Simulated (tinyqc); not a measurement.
Inside a calculation: temperature and isotope dependence of a band gap in oscillator models. Values are carried at full precision from step to step, so a last printed digit may differ when a step is redone from the rounded ones.

E(T) = E0 - sum_i sl_i th_i n_i(T), n = 1/(exp(th/T) - 1). The same coupling lowers the gap at 0 K by the zero-point term ZP = sum_i sl_i th_i/2, so the gap of the static lattice is E0 + ZP. Thermal expansion is taken as part of the slopes.

Parameters, chosen for this exercise (near those of InP; not measured data): E0 = 1.435 eV (gap at 0 K); th = (95, 322) K (temperatures of two oscillators); sl = (0.12, 0.28) meV/K (their high-temperature slopes); T = 150 K (temperature); M = 72.87 u (mean atomic mass); dM = 4.81 u (change of the mean mass (not bounded by the natural isotopes)); T12 = (210, 430) K (temperatures of the fits).

## The gap at T

Give the occupations, the two terms, the gap, ZP and the static gap.

n_i: 1.13138  0.13234

terms (meV): 12.898  11.932

E(T) = 1.4102 eV
ZP = 50.78 meV
static gap = 1.4858 eV

The thermal fall, 24.8 meV, is smaller than the zero-point term, 50.8 meV; the soft oscillator supplies 52 % of the fall but 11 % of ZP. A calculation with clamped ions should be compared with the static gap.

## Slope and asymptote

dE/dT = -sum sl_i (th_i/T)^2 n_i (1 + n_i). At high T, n -> T/th - 1/2, so E -> E0 + ZP - (sum sl_i) T. Give the slope, its ratio to the limit, and the value at 0 K of the tangent drawn at T.

dE/dT = -0.3094 meV/K
ratio to the limiting slope = 0.7736
intercept of the tangent = 1.4566 eV
intercept - E0 = 21.58 meV

The tangent recovers 43 % of ZP: the extrapolation works only from T well above the higher oscillator (322 K).

## Isotope effect

With M -> M + dM the oscillator temperatures scale as M^(-1/2) and the slopes stay. Give th, ZP, E0 (static gap fixed) and E(T) for the new mass, and the linear rule dE0 = ZP dM/(2 M).

th (K): 92.01  311.87

ZP = 49.183 meV
shift of E0 = 1.597 meV
linear rule = 1.676 meV
shift of E(T) = 0.907 meV

The heavier crystal has the wider gap. At 150 K 57 % of the shift at 0 K is left; it fades at high T, where the motion is classical and the mean-square amplitude no longer depends on mass.

## Two common fits

Two-parameter forms are made to pass through the falls at the two temperatures T12: Varshni aV T^2/(T + bV), from the line T^2/fall = (T + bV)/aV; one oscillator s1 t1/(exp(t1/T) - 1), with t1 from the ratio of the falls.

Give the falls and the parameters.

falls (meV): 44.7412  127.0041

aV = 0.4679 meV/K
bV = 251 K
t1 = 235.7 K
s1 = 0.3934 meV/K
ZP of the one-oscillator fit = 46.4 meV

The limiting slope of the model is 0.4000 meV/K; Varshni puts it +17 % off and one oscillator -2 %. The ZP of the fit differs from the true one by -4.4 meV.

## Checks

- Slope by finite differences against the formula (meV/K): both 0.30942.
- Fall at 20 times the higher oscillator temperature against the asymptote (meV): 2525.6 against 2525.2.

(tinyqc, `OMP_NUM_THREADS=1 python tinyqc.py 1851138 1851139 out.jsonl`, Intel(R) Xeon(R) Processor @ 2.30GHz, 1 thread, shared host, about 0.01 s.)
